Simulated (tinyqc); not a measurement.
# CMOS inverter, nodal equation and switching: effect of the drain-induced barrier lowering

An n-channel pull-down (bn, VTn) and a p-channel pull-up (bp, VTp) share the input Vin and the output node Vout, which carries the load C. Transistor (EKV form, voltages against the body): I = 2 n b Vt^2 [F(vp - Vs) - F(vp - Vd)] from drain to source, F(v) = ln^2(1 + exp(v/(2 Vt))), vp = (Vg - VT + sg |Vd - Vs|)/n. n-channel bodies are at 0; for the p-channel device all voltages are counted down from Vdd. b in uA/V^2 gives I in uA. Static: In = Ip. Transient: C dVout/dt = Ip - In. No velocity saturation, no gate capacitance beyond C.

VM solves In = Ip with Vin = Vout; VIL and VIH are the inputs of gain -1, NML = VIL - Vout(VIH), NMH = Vout(VIL) - VIH. For a step input the delay to Vdd/2 is tHL = C times the integral of dV/(In - Ip) from Vdd/2 to Vdd at Vin = Vdd, and tLH likewise with Ip - In from 0 to Vdd/2 at Vin = 0.

Values chosen for this exercise: temperature T = 293 K; supply voltage Vdd = 0.6 V; slope factor n = 1.35; n-channel threshold VTn = 0.31 V; p-channel threshold (magnitude) VTp = 0.33 V; gain factor of the pull-down transistor bn = 180 uA/V^2; gain factor of the pull-up transistor bp = 90 uA/V^2; load capacitance C = 2.3 fF.

Constants: q = 1.602176634e-19 C, kB = 1.380649e-23 J/K, Vt = kB T/q. Results are converted to the units shown.

Results:

| sg | VM (V) | gain at VM | NML (V) | NMH (V) | tHL (ps) | tLH (ps) |
|---|---|---|---|---|---|---|
| 0.01 | 0.2747 | -99.68 | 0.2336 | 0.2848 | 118.6 | 272.4 |
| 0.04 | 0.2750 | -24.98 | 0.2237 | 0.2757 | 108.6 | 248.0 |
| 0.07 | 0.2753 | -14.28 | 0.2137 | 0.2666 | 99.88 | 226.8 |
| 0.1 | 0.2755 | -9.996 | 0.2037 | 0.2575 | 92.16 | 208.2 |
| 0.13 | 0.2757 | -7.690 | 0.1936 | 0.2485 | 85.31 | 191.9 |
| 0.19 | 0.2759 | -5.262 | 0.1732 | 0.2304 | 73.76 | 164.6 |
| 0.22 | 0.2759 | -4.544 | 0.1630 | 0.2214 | 68.86 | 153.1 |

Estimate the missing row, sg = 0.16.

Computed row:

| sg | VM (V) | gain at VM | NML (V) | NMH (V) | tHL (ps) | tLH (ps) |
|---|---|---|---|---|---|---|
| 0.16 | 0.2758 | -6.248 | 0.1834 | 0.2394 | 79.21 | 177.4 |

With this row back in the table: As sg goes from 0.01 to 0.22, VM stays near 0.275 V, the size of the gain falls from 99.7 to 4.54, tHL falls from 119 to 68.9 ps and tLH falls from 272 to 153 ps. The smaller margin is largest, 0.234 V, at sg = 0.01 among the rows. Barrier lowering gives both transistors an output conductance, which caps the gain.

Program tinyqc, `OMP_NUM_THREADS=1 python tinyqc.py 2340039 2340040 out.jsonl`; Intel Xeon 2.30GHz, shared host, one thread, about 0.04 s.
